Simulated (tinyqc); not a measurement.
Deep-level transient spectroscopy (DLTS) of one majority-carrier trap: one step, computed by the program tinyqc.

A filling pulse loads the traps in a one-sided junction; under reverse bias they empty at the rate e, and the capacitance relaxes as C(t) = C_0 - dC exp(-e t). The signal is S = [C(t_2) - C(t_1)]/dC.

Task: Rate window and signal. S(e) = exp(-e t_1) - exp(-e t_2) peaks at the rate window e_0 = ln(t_2/t_1)/(t_2 - t_1).

Inputs (values chosen for the exercise, with mass and screening modelled on InP): gate time t_1 = 0.004 s; ratio t_2/t_1 = 2; temperature T = 279 K.

Carriers: electrons. Extra term: Poole-Frenkel lowering.

emission rate e = 1.198823 1/s

Give: rate window e_0; peak height S_max; signal at T.

Result:

rate window e_0 = 173.29 1/s

peak height S_max = 0.25

signal at T = 0.0047609

At this T the trap empties slower than the window, by a factor 145: the point lies on the low-temperature side of the peak.
